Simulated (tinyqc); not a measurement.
# Resistance of a source-drain extension with a graded tip: what changes with what

y runs along the channel, the gate covers y > 0. The doping is N0 for y < y0 and N0 10^(-(y - y0)/la) beyond, uniform over the depth xj. Sheet conductance s(y) = q mu(N) max(N - Nch, 0) xj + (for y > 0) ma Cox Vo, with mu(N) = u0 + (u1 - u0)/(1 + (N/Nr)^au) and Cox = eps0 eox/tox. Current is taken as one-dimensional; depletion of the tip, spreading and the contact are left out. The metallurgical junction lies at yj, where N = Nch.

Values chosen for this exercise; mobility law close to that of holes in silicon: relative permittivity of the gate insulator (close to silicon dioxide) eox = 3.9; insulator thickness tox = 2.4 nm; active doping of the extension far from the gate N0 = 7.8e19 cm^-3; lateral abruptness la = 4.3 nm/decade; position under the gate where the fall begins (gate edge at 0) y0 = 0.8 nm; depth of the extension xj = 26 nm; channel doping Nch = 1.7e18 cm^-3; spacer length Ls = 14 nm; gate overdrive Vo = 0.42 V; mobility of the gate-induced layer ma = 72 cm^2/(V s); mobility at low doping u1 = 470.5 cm^2/(V s); mobility at high doping u0 = 44.9 cm^2/(V s); reference doping Nr = 2.23e17 cm^-3; exponent au = 0.719; gate length Lg = 50 nm.

Constants: q = 1.602176634e-19 C, eps0 = 8.8541878128e-14 F/cm where lengths are in cm. Results are converted to the units shown.

Each table varies one quantity; the others keep the values above.

## Abruptness at a fixed junction position

R_spacer = integral of dy/s from -Ls to 0, R_ov from 0 to yj, R_channel = (Lg - 2 yj)/(ma Cox Vo), R_total = 2 R_spacer + 2 R_ov + R_channel. Electrical length L_eff = ma Cox dR_total/d(1/Vo); R_series = R_total - L_eff/(ma Cox Vo). y0 is moved with la so that yj stays at 7.9451 nm.

The same in every row: yj (nm) = 7.945; R_channel (ohm um) = 784.0.

Abruptness at a fixed junction position:
```
la (nm/decade)  R_spacer (ohm um)  R_ov (ohm um)  R_total (ohm um)  L_eff (nm)  R_series (ohm um)
1                           8.617          12.13             825.5       34.43              34.07
2.3                         8.617          21.70             844.6       34.84              43.89
3.6                         8.617          31.28             863.7       35.24              53.71
4.9                         8.622          40.85             882.9       35.65              63.53
6.1                         9.296          49.06             900.7       36.02              72.78
7.4                         11.27          56.84             920.2       36.41              83.31
8.7                         14.42          63.64             940.1       36.79              94.55
10                          18.60          69.62             960.4       37.15              106.6
```

As la goes from 1 to 10 nm/decade, R_total rises from 825 to 960 ohm um, R_spacer rises from 8.62 to 18.6 ohm um and R_ov rises from 12.1 to 69.6 ohm um. R_total changes on average by 15.0 ohm um for each nm/decade. L_eff exceeds the metallurgical length by 0.323 nm in the first row and 3.04 nm in the last, since the gate also controls the lightly doped tips.

## Effect of the depth of the extension

Same model as above.

The same in every row: yj (nm) = 7.945; R_channel (ohm um) = 784.0.

Results:
```
xj (nm)  R_spacer (ohm um)  R_ov (ohm um)  R_total (ohm um)  L_eff (nm)  R_series (ohm um)
4                    56.01          88.67              1073       38.95              178.0
7.7                  29.10          67.83             977.8       37.38              118.6
11                   20.37          57.46             939.6       36.69              96.44
15                   14.94          49.19             912.2       36.17              80.80
21                   10.67          41.08             887.5       35.71              66.71
29                   7.725          34.20             867.8       35.35              55.38
40                   5.601          28.21             851.6       35.06              45.80
```

Estimate the missing row, xj = 5.6 nm.

Computed row:
```
xj (nm)  R_spacer (ohm um)  R_ov (ohm um)  R_total (ohm um)  L_eff (nm)  R_series (ohm um)
5.6                  40.01          77.74              1019       38.10              143.8
```

With this row back in the table: As xj goes from 4 to 40, R_total falls from 1070 to 852 ohm um, L_eff falls from 39.0 to 35.1 nm and R_series falls from 178 to 45.8 ohm um.

Program tinyqc, `OMP_NUM_THREADS=1 python tinyqc.py 2282136 2282137 out.jsonl`; Intel Xeon 2.30GHz, shared host, one thread, about 0.05 s.
